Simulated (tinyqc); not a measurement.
# Bottom-up copper filling of a trench by curvature-enhanced accelerator coverage, step by step

A worked calculation. Computed by tinyqc, a small Python program that keeps every step. Command: `OMP_NUM_THREADS=1 python tinyqc.py 3017920 3017921 out.jsonl superfill walk`. One thread of a shared host (Intel(R) Xeon(R) Processor @ 2.30GHz), about 0.05 s of CPU time with the checks. Intermediate numbers are printed to about 6 digits and carried at full precision; extremes and crossings named in words are read from the listed rows.

A rectangular trench keeps vertical walls and a flat floor. An accelerator floats on the surface; where area is lost in the corners it is passed on to the floor.

Inputs (values chosen for the exercise, close to those used for damascene copper plating):
```
quantity                                           value     unit
trench width w                                        54       nm
aspect ratio h/w                                     2.2        -
exchange current of the suppressed surface i_0     0.012  mA/cm^2
exchange current of the accelerated surface i_1      1.1  mA/cm^2
transfer coefficient alpha                          0.45        -
overpotential eta                                   0.15        V
starting coverage theta_0                          0.013        -
adsorption rate k_a                              8.8e-05      1/s
cupric ion concentration C                          0.66    mol/l
diffusivity D                                    5.1e-06   cm^2/s
boundary layer delta                                  76       um
temperature T                                        298        K
```

Constants: e = 1.602176634e-19 C; N_A = 6.02214076e+23 1/mol; k_B = 8.617333262e-05 eV/K.

## Velocities

Kinetic current i_k = [i_0 (1 - theta) + i_1 theta] exp(alpha eta/(k_B T)), limit i_L = 2 F D C/delta, i = 1/(1/i_k + 1/i_L); velocity v = i Omega/(2F), Omega = 7.11 cm^3/mol, F = e N_A. Depletion inside the trench is ignored.

limiting current i_L = 85.4657 mA/cm^2

velocity at theta = 0 = 0.0611331 nm/s

velocity at theta_0 = 0.132884 nm/s

velocity at theta = 1 = 4.76512 nm/s

ratio v(1)/v(theta_0) = 35.8591

Without acceleration the walls meet when the floor has risen by w/2, so a seam-free fill needs a mean floor-to-wall speed ratio of at least 2 h/w = 4.4.

## First rates

At the start theta_b = theta_s = theta_0 and x = w/2: d theta_b/dt = k_a (1 - theta_0) + 2 theta_0 v/x (theta_b on the floor, theta_s on the walls, x the half width). At this initial relative rate the doubling time without adsorption would be x ln2/(2 v).

rate from adsorption = 8.68560e-05 1/s

rate from area loss = 1.27963e-04 1/s

doubling time = 70.4182 s

## Filling

Half width x, floor height y, depth h = aspect ratio x w. dx/dt = -v_s, dy/dt = v_b. d theta_b/dt = k_a (1 - theta_b) + [theta_s v_b + theta_b v_s]/x: the floor takes the accelerator of the wall it covers and keeps its own as it narrows. d theta_s/dt = k_a (1 - theta_s). theta_b is capped at 1. Integrate (tolerance 1e-9) until the walls meet (x = 0.02 w/2) or the floor passes the original mouth y = h. Start: x = w/2, y = 0, theta_b = theta_s = theta_0. Height filled = y/h, opening left = x/(w/2).

Course of the fill (nine evenly spaced times):
```
t (s)     x (nm)   y (nm)   theta_b    theta_s  v_b/v_s
0.000    27.0000    0.000  0.013000  0.0130000   1.0000
18.815   24.4152    2.729  0.017641  0.0146328   1.1166
37.629   21.6615    6.018  0.023959  0.0162629   1.2803
56.444   18.7393   10.093  0.033152  0.0178903   1.5236
75.259   15.6488   15.360  0.047755  0.0195151   1.9151
94.073   12.3906   22.633  0.074038  0.0211371   2.6203
112.888   8.9649   33.861  0.131686  0.0227565   4.1450
131.703   5.3721   55.348  0.316214  0.0243731   8.7937
150.517   1.6127  118.800         1  0.0259871  23.3312
```

time at the end = 150.517 s

share of the height filled from the floor = 1

opening left, as a share of w = 0.0597278

The floor escapes with 6 % of the opening left: a seam-free fill, and the enriched floor will overshoot into a bump. Caution: real profiles develop slanted corners, and accelerator is consumed; both are left out.

## The window in starting coverage

The formulas are those given above.

Outcome:
```
theta_0  v(1)/v(theta_0)  height filled  opening left  time (s)
0.001            71.4796        0.98994     0.0200000   220.758
0.003            61.3112        1.00000     0.0262324   206.438
0.010            40.9531        1.00000     0.0510673   164.628
0.020            27.8037        1.00000     0.0747236   124.463
0.050            14.2107        1.00000     0.0771028    70.914
0.100             7.8793        0.92710     0.0200000    43.104
0.200             4.2173        0.65980     0.0200000    23.330
0.400             2.2389        0.43563     0.0200000    12.423
0.800             1.2093        0.26668     0.0200000     6.715
```

The fill succeeds for theta_0 from 0.003 to 0.05 among these rows, with the widest margin at 0.05. Too little accelerator takes too long to concentrate. Too much speeds the walls as well and removes the contrast.

Checks made by the program: wall coverage against its closed form (relative difference below 1e-10).
